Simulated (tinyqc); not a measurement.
Permittivity of the insulator from five potentials.

Question. A node lies on a semiconductor-insulator interface. Steps: hs = tb/3 down into the semiconductor, ho = tox/2 up into the insulator, hy = L/7 sideways. The flux balance of its box reads eox (hy/ho)(above - node) + eps_r (hy/hs)(below - node) + [(eps_r hs + eox ho)/(2 hy)](left + right - 2 node) - q Na (hs/2) hy/eps0 = 0. Find eox.

Values chosen for this exercise; semiconductor permittivity close to that of gallium nitride:
```
symbol,value,unit,meaning
eps_r,9.36,,relative permittivity of the semiconductor
tb,5,nm,half the body thickness
tox,3.7,nm,insulator thickness
L,28,nm,channel length
Na,0,cm^-3,acceptor density of the depleted body
```

Constants: q = 1.602176634e-19 C, eps0 = 8.8541878128e-14 F/cm where lengths are in cm. Results are converted to the units shown.

psi (V): node 0.29992620, above 0.17812946, below 0.36503562, left 0.19158402, right 0.54735959

Answer. The balance is linear in eox.

eox = 7.500

tinyqc, about 0.1 s, one thread, Intel Xeon 2.30GHz (shared host): `OMP_NUM_THREADS=1 python tinyqc.py 2480063 2480064 out.jsonl`
